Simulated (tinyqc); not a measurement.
Ellipsoidal valleys in the axes of a wafer and a channel: one step. Subbands and shares in a film. Three cases, with inputs chosen for the exercise.

Question. Give the ladders, the shares and the mean conductivity mass.

Hard walls: E_n = c (n pi/t)^2/mz, c = hbar^2/2m0, n = 1, 2, 3. Non-degenerate share of a valley proportional to md sum_n exp(-E_n/kT); mean 1/mc = sum of share/mc. 1 nm = 10 angstrom.

Constants: hbar^2/2m0 = 3.80998211 eV angstrom^2; kB = 8.617333262e-05 eV/K.

Give: Subbands; mean mc.

Case 1.

Values chosen (out of a larger set: near those of the L valleys of GaAs; not measured data): t = 8.5 nm (thickness of the film); T = 77 K (temperature).

Masses (m0):

| valley | mz | md | mc | mx | my |
|---|---|---|---|---|---|
| [111] | 0.110338 | 0.312370 | 1.301000 | 1.301000 | 0.075000 |
| [1-1-1] | 0.110338 | 0.312370 | 1.301000 | 1.301000 | 0.075000 |
| [-11-1] | 0.110338 | 0.312370 | 0.075000 | 0.075000 | 1.301000 |
| [-1-11] | 0.110338 | 0.312370 | 0.075000 | 0.075000 | 1.301000 |

Answer.

Subbands:

| valley | E1 (meV) | E2 (meV) | E3 (meV) | share |
|---|---|---|---|---|
| [111] | 47.2 | 188.7 | 424.5 | 0.250 |
| [1-1-1] | 47.2 | 188.7 | 424.5 | 0.250 |
| [-11-1] | 47.2 | 188.7 | 424.5 | 0.250 |
| [-1-11] | 47.2 | 188.7 | 424.5 | 0.250 |

mean mc = 0.1418 m0

The lowest ladder ([111], [1-1-1], [-11-1] and [-1-11]) holds 100 % of the electrons in these valleys: all valleys have the same mz and md on this face, though not always the same mc.

Case 2.

Values chosen (out of a larger set: near those of the L valleys of Ge; not measured data): t = 8.5 nm (thickness of the film); T = 300 K (temperature).

Masses (m0):

| valley | mz | md | mc | mx | my |
|---|---|---|---|---|---|
| [111] | 0.122729 | 0.301012 | 1.078667 | 1.078667 | 0.084000 |
| [1-1-1] | 0.122729 | 0.301012 | 1.078667 | 1.078667 | 0.084000 |
| [-11-1] | 0.122729 | 0.301012 | 0.084000 | 0.084000 | 1.078667 |
| [-1-11] | 0.122729 | 0.301012 | 0.084000 | 0.084000 | 1.078667 |

Answer.

Subbands:

| valley | E1 (meV) | E2 (meV) | E3 (meV) | share |
|---|---|---|---|---|
| [111] | 42.4 | 169.6 | 381.7 | 0.250 |
| [1-1-1] | 42.4 | 169.6 | 381.7 | 0.250 |
| [-11-1] | 42.4 | 169.6 | 381.7 | 0.250 |
| [-1-11] | 42.4 | 169.6 | 381.7 | 0.250 |

mean mc = 0.1559 m0

The lowest ladder ([111], [1-1-1], [-11-1] and [-1-11]) holds 100 % of the electrons in these valleys: all valleys have the same mz and md on this face, though not always the same mc.

Case 3.

Values chosen (out of a larger set: near those of the Delta valleys of Si; not measured data): t = 3.7 nm (thickness of the film); T = 77 K (temperature).

Masses (m0):

| valley | mz | md | mc | mx | my |
|---|---|---|---|---|---|
| x | 0.206735 | 0.398148 | 0.332237 | 0.540500 | 0.293288 |
| y | 0.206735 | 0.398148 | 0.332237 | 0.540500 | 0.293288 |
| z | 0.535530 | 0.247378 | 0.192000 | 0.192000 | 0.318727 |

Answer.

Subbands:

| valley | E1 (meV) | E2 (meV) | E3 (meV) | share |
|---|---|---|---|---|
| x | 132.9 | 531.5 | 1195.8 | 0.000 |
| y | 132.9 | 531.5 | 1195.8 | 0.000 |
| z | 51.3 | 205.2 | 461.6 | 1.000 |

mean mc = 0.1920 m0

The lowest ladder (z) holds 100 % of the electrons in these valleys, the next starts 82 meV higher.

Computed by tinyqc, one run a case: `OMP_NUM_THREADS=1 python tinyqc.py N N+1 out.jsonl` with N = 1850856, 1850907, 1851024; one thread of a shared Intel(R) Xeon(R) Processor @ 2.30GHz, about 0.01 s a run at most.
